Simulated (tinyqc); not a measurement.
From one set of inputs to another, one input at a time: heat flow across a film from the phonon Boltzmann equation in the relaxation-time approximation. Computed by tinyqc, a small Python program. Command: `OMP_NUM_THREADS=1 python tinyqc.py 3030549 3030550 out.jsonl slabbte ladder`. One thread of a shared host (Intel(R) Xeon(R) Processor @ 2.30GHz), about 0.05 s of CPU time with the checks.

Two black walls, hot at x = 0 and cold at x = L, emit phonons isotropically. For one free path Lambda, with tau = x/Lambda, tau_L = L/Lambda and phi = (T - T_cold)/Delta T, energy balance gives phi(tau) = (1/2) [E2(tau) + int_0^tau_L phi(s) E1(|tau - s|) ds]; E_n are the exponential integrals. The flux over the ballistic flux C v Delta T/4 is psi = 1 - 2 int_0^tau_L phi(s) E2(s) ds, and kappa_eff/kappa = (3/4) tau_L psi. kappa = C v Lambda/3 is an input, so at fixed kappa a longer free path means a smaller C v.

The inputs printed are set A. Set A is modelled on diamond; the values taken over come from a set modelled on sapphire. Inputs not listed in the table keep their values of set A, so the rows need not describe a real material.

Inputs (values chosen for the exercise, modelled on diamond):

| quantity | value | unit |
|---|---|---|
| bulk conductivity kappa | 1930 | W/(m K) |
| film thickness L | 450 | nm |
| wall temperature difference Delta T | 16 | K |
| free path Lambda_1 | 330 | nm |
| free path Lambda_2 | 2300 | nm |
| share f_2 of kappa | 0.31 | - |
| cells n in the small system | 4 | - |

Free-path groups: two.

Method:
- Cut the film into n equal cells with constant phi, collocated at the centres c_i: the kernel integrates to A_ij = |E2(|c_i - e_j|) - E2(|c_i - e_(j+1)|)|/2 for cell edges e_j, and A_ii = 1 - E2(half a cell); solve (1 - A) phi = E2(c)/2; psi = 1 - 2 sum_j phi_j [E3(e_j) - E3(e_(j+1))].
- Use 150 and 300 cells and extrapolate psi = (4 psi(300) - psi(150))/3. The jump at the hot wall is 1 - phi there (linear extrapolation from the first two of 300 cells). Two-flux (diffusion with slip) formula: psi = 1/(1 + 3 tau_L/4).
- Each group is solved on its own with 150 and 300 cells, psi = (4 psi(300) - psi(150))/3, and weighted by its share of kappa (f_1 is what the others leave); exchange of energy between groups inside the film is left out.
- Flux J = kappa_eff Delta T/L; apparent boundary resistance per wall (L/kappa_eff - L/kappa)/2.

Each row keeps all changes above it:

| input moved | from | to | kappa_eff (W/(m K)) | flux J (GW/m^2) | jump at the wall / Delta T for Lambda_1 |
|---|---|---|---|---|---|
| set A | - | - | 7.285e+02 | 25.90 | 0.2092 |
| free path Lambda_1 (nm) | 330 | 15 | 1.347e+03 | 47.88 | 0.0191 |
| bulk conductivity kappa (W/(m K)) | 1930 | 36.5 | 2.547e+01 | 0.91 | 0.0191 |
| share f_2 of kappa | 0.31 | 0.35 | 2.426e+01 | 0.86 | 0.0191 |
| free path Lambda_2 (nm) | 2300 | 190 | 3.065e+01 | 1.09 | 0.0191 |
| film thickness L (nm) | 450 | 3 | 3.171e+00 | 16.91 | 0.3887 |

kappa_eff goes from 728 to 3.17, a factor 0.00435 in all. The largest single move comes from bulk conductivity kappa (a factor 0.0189), and free path Lambda_1 works against it (a factor 1.85). Flux J goes from 25.9 to 16.9, a factor 0.653 in all. The largest single move comes from bulk conductivity kappa (a factor 0.0189), and film thickness L works against it (a factor 15.5). Jump at the wall / Delta T for Lambda_1 goes from 0.209 to 0.389, a factor 1.86 in all. The largest single move comes from film thickness L (a factor 20.4), and free path Lambda_1 works against it (a factor 0.0911). The single moves hold for this order of the switches; the total does not depend on the order.

Caution (rows film thickness L): below about 10 nm the film nears the phonon wavelength, and a particle picture fails.

Extremes, crossings and ranges named in words are read from the listed rows.
